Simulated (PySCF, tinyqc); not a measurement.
RHF in the sto-6g basis, for BeH+, spin multiplicity 1, step by step (part 1 of 2). The lowest restricted solution is unstable here: a spin-polarised one lies 0.0039 hartree lower (PySCF). Computed by tinyqc, a small Python program that keeps every step (integrals from PySCF). Settings: charge = 1, multiplicity = 1, basis = sto-6g, energy threshold = 1e-08, iteration cap = 54, orthogonalisation = canonical, start = Wolfsberg-Helmholz matrix, DIIS depth = 6, DIIS from iteration = 2, method = RHF. Command: `OMP_NUM_THREADS=1 python tinyqc.py 20042 20043 out.jsonl` (the two numbers bound the seeds that draw the settings). One thread of a shared host (Intel(R) Xeon(R) Processor @ 2.60GHz), about 0.1 s of CPU time with the checks. Later iterations appear only in the table of the cycle.

## One-electron integrals

Geometry (angstrom):
```
atom         x         y         z
Be    0.000000  0.000000  0.000000
H     0.000000  0.000000  1.776000
```

Basis sto-6g: exponents (1/bohr^2) and contraction coefficients of normalised primitives:
```
element  l (shell)    exponent  coefficient
Be           s (1)  312.870494     0.009164
Be           s (1)   57.364463     0.049361
Be           s (1)   16.048509     0.168538
Be           s (1)    5.513096     0.370563
Be           s (1)    2.140897     0.416492
Be           s (1)    0.881739     0.130334
Be           s (2)   13.633247    -0.013253
Be           s (2)    2.698375    -0.046992
Be           s (2)    0.838653    -0.033785
Be           s (2)    0.322660     0.250242
Be           s (2)    0.140131     0.595117
Be           s (2)    0.064233     0.240706
Be           p (3)   13.633247     0.003760
Be           p (3)    2.698375     0.037679
Be           p (3)    0.838653     0.173897
Be           p (3)    0.322660     0.418036
Be           p (3)    0.140131     0.425860
Be           p (3)    0.064233     0.101708
H            s (1)   35.523221     0.009164
H            s (1)    6.513144     0.049361
H            s (1)    1.822143     0.168538
H            s (1)    0.625955     0.370563
H            s (1)    0.243077     0.416492
H            s (1)    0.100112     0.130334
```

Overlap, kinetic and nuclear-attraction integrals over the contracted functions; the nuclear repulsion is the sum of Za Zb / Rab.

nuclear repulsion = 1.19184057 hartree

overlap S, order 1Be 1s, 1Be 2s, 1Be 2px, 1Be 2py, 1Be 2pz, 2H 1s:
```
[[1.000000, 0.254764, 0.000000, 0.000000, 0.000000, 0.027131],
 [0.254764, 1.000000, 0.000000, 0.000000, 0.000000, 0.300546],
 [0.000000, 0.000000, 1.000000, 0.000000, 0.000000, 0.000000],
 [0.000000, 0.000000, 0.000000, 1.000000, 0.000000, 0.000000],
 [0.000000, 0.000000, 0.000000, 0.000000, 1.000000, 0.383804],
 [0.027131, 0.300546, 0.000000, 0.000000, 0.383804, 1.000000]]
```

kinetic energy T (hartree), order 1Be 1s, 1Be 2s, 1Be 2px, 1Be 2py, 1Be 2pz, 2H 1s:
```
[[6.768753, -0.207382, 0.000000, 0.000000, 0.000000, -0.009416],
 [-0.207382, 0.220121, 0.000000, 0.000000, 0.000000, 0.019290],
 [0.000000, 0.000000, 0.661265, 0.000000, 0.000000, 0.000000],
 [0.000000, 0.000000, 0.000000, 0.661265, 0.000000, 0.000000],
 [0.000000, 0.000000, 0.000000, 0.000000, 0.661265, 0.079423],
 [-0.009416, 0.019290, 0.000000, 0.000000, 0.079423, 0.768522]]
```

nuclear attraction V (hartree), order 1Be 1s, 1Be 2s, 1Be 2px, 1Be 2py, 1Be 2pz, 2H 1s:
```
[[-15.012751, -1.726643, 0.000000, 0.000000, -0.010792, -0.199192],
 [-1.726643, -2.592639, 0.000000, 0.000000, -0.101712, -0.701579],
 [0.000000, 0.000000, -2.568578, 0.000000, 0.000000, 0.000000],
 [0.000000, 0.000000, 0.000000, -2.568578, 0.000000, 0.000000],
 [-0.010792, -0.101712, 0.000000, 0.000000, -2.640456, -0.881537],
 [-0.199192, -0.701579, 0.000000, 0.000000, -0.881537, -2.429911]]
```

core Hamiltonian H = T + V (hartree), order 1Be 1s, 1Be 2s, 1Be 2px, 1Be 2py, 1Be 2pz, 2H 1s:
```
[[-8.243998, -1.934025, 0.000000, 0.000000, -0.010792, -0.208609],
 [-1.934025, -2.372518, 0.000000, 0.000000, -0.101712, -0.682289],
 [0.000000, 0.000000, -1.907313, 0.000000, 0.000000, 0.000000],
 [0.000000, 0.000000, 0.000000, -1.907313, 0.000000, 0.000000],
 [-0.010792, -0.101712, 0.000000, 0.000000, -1.979191, -0.802113],
 [-0.208609, -0.682289, 0.000000, 0.000000, -0.802113, -1.661389]]
```

## Two-electron integrals

Functions are numbered as in S; the eight-fold symmetry (ij|kl) = (ji|kl) = (kl|ij) leaves the list below.

Two-electron integrals (ij|kl) in chemists' order, unique and non-zero (hartree):
```
(11|11) 2.299996   (21|11) 0.361879   (21|21) 0.071926   (22|11) 0.570332
(22|21) 0.139654   (22|22) 0.417773   (31|31) 0.015252   (32|31) 0.022555
(32|32) 0.092340   (33|11) 0.570332   (33|21) 0.139654   (33|22) 0.417773
(33|33) 0.450117   (41|41) 0.015252   (42|41) 0.022555   (42|42) 0.092340
(43|43) 0.024258   (44|11) 0.570332   (44|21) 0.139654   (44|22) 0.417773
(44|33) 0.401601   (44|44) 0.450117   (51|51) 0.015252   (52|51) 0.022555
(52|52) 0.092340   (53|53) 0.024258   (54|54) 0.024258   (55|11) 0.570332
(55|21) 0.139654   (55|22) 0.417773   (55|33) 0.401601   (55|44) 0.401601
(55|55) 0.450117   (61|11) 0.039112   (61|21) 0.007574   (61|22) 0.014738
(61|33) 0.014616   (61|44) 0.014616   (61|51) 0.000756   (61|52) 0.001496
(61|55) 0.014982   (61|61) 0.000844   (62|11) 0.124372   (62|21) 0.031118
(62|22) 0.105257   (62|33) 0.100981   (62|44) 0.100981   (62|51) 0.004236
(62|52) 0.027589   (62|55) 0.113811   (62|61) 0.003662   (62|62) 0.044433
(63|31) 0.002567   (63|32) 0.012645   (63|53) 0.004417   (63|63) 0.003394
(64|41) 0.002567   (64|42) 0.012645   (64|54) 0.004417   (64|64) 0.003394
(65|11) 0.144729   (65|21) 0.036579   (65|22) 0.128709   (65|33) 0.121275
(65|44) 0.121275   (65|51) 0.006741   (65|52) 0.042744   (65|55) 0.143576
(65|61) 0.004467   (65|62) 0.061167   (65|65) 0.085924   (66|11) 0.297509
(66|21) 0.075711   (66|22) 0.286729   (66|33) 0.267535   (66|44) 0.267535
(66|51) 0.010573   (66|52) 0.092350   (66|55) 0.325117   (66|61) 0.009071
(66|62) 0.163042   (66|65) 0.236030   (66|66) 0.774999
```

## Orthogonalisation

S = U s U^T; canonical form X = U s^(-1/2), so that X^T S X = 1. Each column of U has its largest component positive (the first on a tie).

eigenvalues of S: [0.492020, 0.801636, 1.000000, 1.000000, 1.180407, 1.525937]

X, order 1Be 1s, 1Be 2s, 1Be 2px, 1Be 2py, 1Be 2pz, 2H 1s:
```
[[0.309235, 0.760025, 0.000000, 0.000000, 0.589837, 0.227853],
 [-0.717896, -0.562710, 0.000000, 0.000000, 0.442634, 0.413828],
 [0.000000, 0.000000, 0.117426, 0.993082, 0.000000, 0.000000],
 [0.000000, 0.000000, 0.993082, -0.117426, 0.000000, 0.000000],
 [-0.718718, 0.527937, 0.000000, 0.000000, -0.498438, 0.387520],
 [0.951253, -0.272857, 0.000000, 0.000000, -0.234291, 0.531030]]
```

Within a degenerate level the vectors are fixed only up to a rotation; this is one choice.

## Starting guess

The start is the generalised Wolfsberg-Helmholz matrix (K = 1.75) built on H; D = 2 C_occ C_occ^T.

D at the start, order 1Be 1s, 1Be 2s, 1Be 2px, 1Be 2py, 1Be 2pz, 2H 1s:
```
[[1.979986, 0.004379, 0.000000, 0.000000, -0.131391, -0.138574],
 [0.004379, 0.261218, 0.000000, 0.000000, 0.403708, 0.353944],
 [0.000000, 0.000000, 0.000000, 0.000000, 0.000000, 0.000000],
 [0.000000, 0.000000, 0.000000, 0.000000, 0.000000, 0.000000],
 [-0.131391, 0.403708, 0.000000, 0.000000, 0.633564, 0.557098],
 [-0.138574, 0.353944, 0.000000, 0.000000, 0.557098, 0.490133]]
```

## Iteration 1: building the Fock matrix

J_ij = sum D_kl (ij|kl), K_ij = sum D_kl (ik|jl); F = H + J - 0.5 K; E = tr D H + tr D J / 2 - 0.25 tr D K + E_nn.

Coulomb J (hartree), order 1Be 1s, 1Be 2s, 1Be 2px, 1Be 2py, 1Be 2pz, 2H 1s:
```
[[5.451730, 0.939900, 0.000000, 0.000000, 0.029685, 0.103641],
 [0.939900, 1.858656, 0.000000, 0.000000, 0.180634, 0.545795],
 [0.000000, 0.000000, 1.827728, 0.000000, 0.000000, 0.000000],
 [0.000000, 0.000000, 0.000000, 1.827728, 0.000000, 0.000000],
 [0.029685, 0.180634, 0.000000, 0.000000, 1.920517, 0.697692],
 [0.103641, 0.545795, 0.000000, 0.000000, 0.697692, 1.698132]]
```

exchange K (hartree), order 1Be 1s, 1Be 2s, 1Be 2px, 1Be 2py, 1Be 2pz, 2H 1s:
```
[[4.581359, 0.773033, 0.000000, 0.000000, -0.003849, 0.087356],
 [0.773033, 0.429674, 0.000000, 0.000000, 0.351485, 0.399520],
 [0.000000, 0.000000, 0.084710, 0.000000, 0.000000, 0.000000],
 [0.000000, 0.000000, 0.000000, 0.084710, 0.000000, 0.000000],
 [-0.003849, 0.351485, 0.000000, 0.000000, 0.570170, 0.556971],
 [0.087356, 0.399520, 0.000000, 0.000000, 0.556971, 0.871700]]
```

Fock matrix F (hartree), order 1Be 1s, 1Be 2s, 1Be 2px, 1Be 2py, 1Be 2pz, 2H 1s:
```
[[-5.082948, -1.380642, 0.000000, 0.000000, 0.020817, -0.148646],
 [-1.380642, -0.728699, 0.000000, 0.000000, -0.096821, -0.336253],
 [0.000000, 0.000000, -0.121940, 0.000000, 0.000000, 0.000000],
 [0.000000, 0.000000, 0.000000, -0.121940, 0.000000, 0.000000],
 [0.020817, -0.096821, 0.000000, 0.000000, -0.343759, -0.382907],
 [-0.148646, -0.336253, 0.000000, 0.000000, -0.382907, -0.399107]]
```

total energy of this density = -14.71477611 hartree

## Iteration 1: diagonalisation and new density

Diagonalise F' = X^T F X, C = X C', fill 2 alpha and 2 beta electrons from the bottom; D = 2 C_occ C_occ^T. Each column has its largest component positive (the first on a tie).

F' = X^T F X (hartree):
```
[[-0.001120, -0.520047, 0.000000, 0.000000, -0.503697, -0.199366],
 [-0.520047, -1.968493, 0.000000, 0.000000, -2.047642, -0.950835],
 [0.000000, 0.000000, -0.121940, 0.000000, 0.000000, 0.000000],
 [0.000000, 0.000000, 0.000000, -0.121940, 0.000000, 0.000000],
 [-0.503697, -2.047642, 0.000000, 0.000000, -2.687523, -1.119987],
 [-0.199366, -0.950835, 0.000000, 0.000000, -1.119987, -1.181946]]
```

orbital energies (hartree): [-5.084702, -0.620405, -0.263295, -0.121940, -0.121940, 0.129321]

coefficients C, order 1Be 1s, 1Be 2s, 1Be 2px, 1Be 2py, 1Be 2pz, 2H 1s:
```
[[0.994807, -0.140830, -0.225614, 0.000000, 0.000000, 0.112757],
 [0.019837, 0.465185, 0.833371, 0.000000, 0.000000, -0.536561],
 [0.000000, 0.000000, 0.000000, 0.847321, 0.531081, 0.000000],
 [0.000000, 0.000000, 0.000000, -0.531081, 0.847321, 0.000000],
 [-0.003424, 0.447568, -0.580913, 0.000000, 0.000000, -0.809998],
 [-0.001630, 0.523830, -0.137101, 0.000000, 0.000000, 1.011445]]
```

D after iteration 1, order 1Be 1s, 1Be 2s, 1Be 2px, 1Be 2py, 1Be 2pz, 2H 1s:
```
[[2.018947, -0.091556, 0.000000, 0.000000, -0.132874, -0.150785],
 [-0.091556, 0.433582, 0.000000, 0.000000, 0.416269, 0.487291],
 [0.000000, 0.000000, 0.000000, 0.000000, 0.000000, 0.000000],
 [0.000000, 0.000000, 0.000000, 0.000000, 0.000000, 0.000000],
 [-0.132874, 0.416269, 0.000000, 0.000000, 0.400658, 0.468910],
 [-0.150785, 0.487291, 0.000000, 0.000000, 0.468910, 0.548800]]
```

Within a degenerate level the vectors are fixed only up to a rotation; this is one choice.

## Iteration 2: building the Fock matrix

As before.

Coulomb J (hartree), order 1Be 1s, 1Be 2s, 1Be 2px, 1Be 2py, 1Be 2pz, 2H 1s:
```
[[5.461516, 0.937848, 0.000000, 0.000000, 0.030749, 0.103498],
 [0.937848, 1.850620, 0.000000, 0.000000, 0.188087, 0.547523],
 [0.000000, 0.000000, 1.822506, 0.000000, 0.000000, 0.000000],
 [0.000000, 0.000000, 0.000000, 1.822506, 0.000000, 0.000000],
 [0.030749, 0.188087, 0.000000, 0.000000, 1.906853, 0.701007],
 [0.103498, 0.547523, 0.000000, 0.000000, 0.701007, 1.718282]]
```

exchange K (hartree), order 1Be 1s, 1Be 2s, 1Be 2px, 1Be 2py, 1Be 2pz, 2H 1s:
```
[[4.611360, 0.748548, 0.000000, 0.000000, -0.001033, 0.086459],
 [0.748548, 0.481235, 0.000000, 0.000000, 0.367778, 0.444726],
 [0.000000, 0.000000, 0.093973, 0.000000, 0.000000, 0.000000],
 [0.000000, 0.000000, 0.000000, 0.093973, 0.000000, 0.000000],
 [-0.001033, 0.367778, 0.000000, 0.000000, 0.468470, 0.527586],
 [0.086459, 0.444726, 0.000000, 0.000000, 0.527586, 0.907297]]
```

Fock matrix F (hartree), order 1Be 1s, 1Be 2s, 1Be 2px, 1Be 2py, 1Be 2pz, 2H 1s:
```
[[-5.088162, -1.370452, 0.000000, 0.000000, 0.020473, -0.148340],
 [-1.370452, -0.762516, 0.000000, 0.000000, -0.097514, -0.357128],
 [0.000000, 0.000000, -0.131794, 0.000000, 0.000000, 0.000000],
 [0.000000, 0.000000, 0.000000, -0.131794, 0.000000, 0.000000],
 [0.020473, -0.097514, 0.000000, 0.000000, -0.306573, -0.364899],
 [-0.148340, -0.357128, 0.000000, 0.000000, -0.364899, -0.396755]]
```

total energy of this density = -14.75049950 hartree

## Iteration 2: diagonalisation and new density

As before.

F' = X^T F X (hartree):
```
[[0.001271, -0.537017, 0.000000, 0.000000, -0.501511, -0.199182],
 [-0.537017, -1.991979, 0.000000, 0.000000, -2.051592, -0.922997],
 [0.000000, 0.000000, -0.131794, 0.000000, 0.000000, 0.000000],
 [0.000000, 0.000000, 0.000000, -0.131794, 0.000000, 0.000000],
 [-0.501511, -2.051592, 0.000000, 0.000000, -2.672314, -1.140062],
 [-0.199182, -0.922997, 0.000000, 0.000000, -1.140062, -1.181812]]
```

orbital energies (hartree): [-5.089499, -0.627549, -0.265734, -0.131794, -0.131794, 0.137948]

coefficients C, order 1Be 1s, 1Be 2s, 1Be 2px, 1Be 2py, 1Be 2pz, 2H 1s:
```
[[0.995515, -0.162936, -0.208926, 0.000000, 0.000000, 0.108812],
 [0.017144, 0.551222, 0.786869, 0.000000, 0.000000, -0.525256],
 [0.000000, 0.000000, 0.000000, 0.008643, 0.999963, 0.000000],
 [0.000000, 0.000000, 0.000000, 0.999963, -0.008643, 0.000000],
 [-0.003618, 0.375588, -0.611456, 0.000000, 0.000000, -0.823971],
 [-0.000883, 0.511651, -0.213143, 0.000000, 0.000000, 1.004490]]
```

D after iteration 2, order 1Be 1s, 1Be 2s, 1Be 2px, 1Be 2py, 1Be 2pz, 2H 1s:
```
[[2.035197, -0.145494, 0.000000, 0.000000, -0.129598, -0.168491],
 [-0.145494, 0.608279, 0.000000, 0.000000, 0.413941, 0.564036],
 [0.000000, 0.000000, 0.000000, 0.000000, 0.000000, 0.000000],
 [0.000000, 0.000000, 0.000000, 0.000000, 0.000000, 0.000000],
 [-0.129598, 0.413941, 0.000000, 0.000000, 0.282159, 0.384347],
 [-0.168491, 0.564036, 0.000000, 0.000000, 0.384347, 0.523576]]
```

Within a degenerate level the vectors are fixed only up to a rotation; this is one choice.

## Iteration 3: building the Fock matrix

As before.

Coulomb J (hartree), order 1Be 1s, 1Be 2s, 1Be 2px, 1Be 2py, 1Be 2pz, 2H 1s:
```
[[5.477629, 0.940229, 0.000000, 0.000000, 0.029960, 0.103662],
 [0.940229, 1.854935, 0.000000, 0.000000, 0.182428, 0.543221],
 [0.000000, 0.000000, 1.829826, 0.000000, 0.000000, 0.000000],
 [0.000000, 0.000000, 0.000000, 1.829826, 0.000000, 0.000000],
 [0.029960, 0.182428, 0.000000, 0.000000, 1.905156, 0.693474],
 [0.103662, 0.543221, 0.000000, 0.000000, 0.693474, 1.691390]]
```

exchange K (hartree), order 1Be 1s, 1Be 2s, 1Be 2px, 1Be 2py, 1Be 2pz, 2H 1s:
```
[[4.620084, 0.742117, 0.000000, 0.000000, -0.001095, 0.084305],
 [0.742117, 0.538648, 0.000000, 0.000000, 0.363612, 0.462375],
 [0.000000, 0.000000, 0.106062, 0.000000, 0.000000, 0.000000],
 [0.000000, 0.000000, 0.000000, 0.106062, 0.000000, 0.000000],
 [-0.001095, 0.363612, 0.000000, 0.000000, 0.408950, 0.485605],
 [0.084305, 0.462375, 0.000000, 0.000000, 0.485605, 0.869477]]
```

Fock matrix F (hartree), order 1Be 1s, 1Be 2s, 1Be 2px, 1Be 2py, 1Be 2pz, 2H 1s:
```
[[-5.076412, -1.364854, 0.000000, 0.000000, 0.019716, -0.147099],
 [-1.364854, -0.786907, 0.000000, 0.000000, -0.101091, -0.370255],
 [0.000000, 0.000000, -0.130518, 0.000000, 0.000000, 0.000000],
 [0.000000, 0.000000, 0.000000, -0.130518, 0.000000, 0.000000],
 [0.019716, -0.101091, 0.000000, 0.000000, -0.278510, -0.351442],
 [-0.147099, -0.370255, 0.000000, 0.000000, -0.351442, -0.404738]]
```

total energy of this density = -14.76554087 hartree

## Iteration 3: DIIS over 2 matrices

error matrix X^T (FDS - SDF) X:
```
[[0.000000, 0.006099, 0.000000, 0.000000, -0.003788, -0.003268],
 [-0.006099, 0.000000, 0.000000, 0.000000, -0.021994, 0.038089],
 [0.000000, 0.000000, 0.000000, 0.000000, 0.000000, 0.000000],
 [0.000000, 0.000000, 0.000000, 0.000000, 0.000000, 0.000000],
 [0.003788, 0.021994, 0.000000, 0.000000, 0.000000, -0.031038],
 [0.003268, -0.038089, 0.000000, 0.000000, 0.031038, 0.000000]]
```

B (overlaps of the stored error matrices):
```
[[1.3876850e-02, 8.7998697e-03],
 [8.7998697e-03, 5.9201962e-03]]
```

Minimise |sum c_i e_i|^2 with sum c_i = 1: solve [B -1; -1 0][c; lambda] = [0; -1] with B_ij = tr e_i^T e_j, and take F = sum c_i F_i.

DIIS coefficients: [-1.310547, 2.310547]

extrapolated F (hartree), order 1Be 1s, 1Be 2s, 1Be 2px, 1Be 2py, 1Be 2pz, 2H 1s:
```
[[-5.061013, -1.357519, 0.000000, 0.000000, 0.018724, -0.145474],
 [-1.357519, -0.818874, 0.000000, 0.000000, -0.105778, -0.387458],
 [0.000000, 0.000000, -0.128847, 0.000000, 0.000000, 0.000000],
 [0.000000, 0.000000, 0.000000, -0.128847, 0.000000, 0.000000],
 [0.018724, -0.105778, 0.000000, 0.000000, -0.241731, -0.333804],
 [-0.145474, -0.387458, 0.000000, 0.000000, -0.333804, -0.415199]]
```

## Iteration 3: diagonalisation and new density

As before.

F' = X^T F X (hartree):
```
[[-0.021272, -0.548228, 0.000000, 0.000000, -0.480312, -0.203219],
 [-0.548228, -2.004460, 0.000000, 0.000000, -2.048622, -0.868657],
 [0.000000, 0.000000, -0.128847, 0.000000, 0.000000, 0.000000],
 [0.000000, 0.000000, 0.000000, -0.128847, 0.000000, 0.000000],
 [-0.480312, -2.048622, 0.000000, 0.000000, -2.634625, -1.166917],
 [-0.203219, -0.868657, 0.000000, 0.000000, -1.166917, -1.185876]]
```

orbital energies (hartree): [-5.062163, -0.660004, -0.246966, -0.128847, -0.128847, 0.122899]

coefficients C, order 1Be 1s, 1Be 2s, 1Be 2px, 1Be 2py, 1Be 2pz, 2H 1s:
```
[[0.995794, -0.189074, -0.189194, 0.000000, 0.000000, 0.099699],
 [0.016143, 0.651026, 0.732574, 0.000000, 0.000000, -0.488299],
 [0.000000, 0.000000, 0.000000, 0.059814, 0.998210, 0.000000],
 [0.000000, 0.000000, 0.000000, 0.998210, -0.059814, 0.000000],
 [-0.003144, 0.267866, -0.602287, 0.000000, 0.000000, -0.871421],
 [-0.001109, 0.492427, -0.352214, 0.000000, 0.000000, 0.974514]]
```

D after iteration 3, order 1Be 1s, 1Be 2s, 1Be 2px, 1Be 2py, 1Be 2pz, 2H 1s:
```
[[2.054709, -0.214034, 0.000000, 0.000000, -0.107553, -0.188418],
 [-0.214034, 0.848191, 0.000000, 0.000000, 0.348673, 0.641130],
 [0.000000, 0.000000, 0.000000, 0.000000, 0.000000, 0.000000],
 [0.000000, 0.000000, 0.000000, 0.000000, 0.000000, 0.000000],
 [-0.107553, 0.348673, 0.000000, 0.000000, 0.143524, 0.263816],
 [-0.188418, 0.641130, 0.000000, 0.000000, 0.263816, 0.484972]]
```

Within a degenerate level the vectors are fixed only up to a rotation; this is one choice.

## Iteration 9 (converged): orbitals

converged F (hartree), order 1Be 1s, 1Be 2s, 1Be 2px, 1Be 2py, 1Be 2pz, 2H 1s:
```
[[-5.062581, -1.358778, 0.000000, 0.000000, 0.015856, -0.145447],
 [-1.358778, -0.817523, 0.000000, 0.000000, -0.100220, -0.383471],
 [0.000000, 0.000000, -0.129156, 0.000000, 0.000000, 0.000000],
 [0.000000, 0.000000, 0.000000, -0.129156, 0.000000, 0.000000],
 [0.015856, -0.100220, 0.000000, 0.000000, -0.242459, -0.333009],
 [-0.145447, -0.383471, 0.000000, 0.000000, -0.333009, -0.422427]]
```

As before.

F' = X^T F X (hartree):
```
[[-0.026591, -0.544535, 0.000000, 0.000000, -0.475320, -0.210159],
 [-0.544535, -2.009222, 0.000000, 0.000000, -2.046842, -0.871260],
 [0.000000, 0.000000, -0.129156, 0.000000, 0.000000, 0.000000],
 [0.000000, 0.000000, 0.000000, -0.129156, 0.000000, 0.000000],
 [-0.475320, -2.046842, 0.000000, 0.000000, -2.637556, -1.166522],
 [-0.210159, -0.871260, 0.000000, 0.000000, -1.166522, -1.184749]]
```

orbital energies (hartree): [-5.063743, -0.656057, -0.254396, -0.129156, -0.129156, 0.116080]

coefficients C, order 1Be 1s, 1Be 2s, 1Be 2px, 1Be 2py, 1Be 2pz, 2H 1s:
```
[[0.995725, -0.187852, -0.190260, 0.000000, 0.000000, 0.100666],
 [0.016446, 0.644342, 0.737930, 0.000000, 0.000000, -0.489089],
 [0.000000, 0.000000, 0.000000, 0.766760, -0.641933, 0.000000],
 [0.000000, 0.000000, 0.000000, 0.641933, 0.766760, 0.000000],
 [-0.002447, 0.261946, -0.595526, 0.000000, 0.000000, -0.877846],
 [-0.001456, 0.502214, -0.357229, 0.000000, 0.000000, 0.967669]]
```

D after iteration 9, order 1Be 1s, 1Be 2s, 1Be 2px, 1Be 2py, 1Be 2pz, 2H 1s:
```
[[2.053512, -0.209330, 0.000000, 0.000000, -0.103286, -0.191583],
 [-0.209330, 0.830895, 0.000000, 0.000000, 0.337485, 0.647148],
 [0.000000, 0.000000, 0.000000, 0.000000, 0.000000, 0.000000],
 [0.000000, 0.000000, 0.000000, 0.000000, 0.000000, 0.000000],
 [-0.103286, 0.337485, 0.000000, 0.000000, 0.137243, 0.263113],
 [-0.191583, 0.647148, 0.000000, 0.000000, 0.263113, 0.504443]]
```

Within a degenerate level the vectors are fixed only up to a rotation; this is one choice.
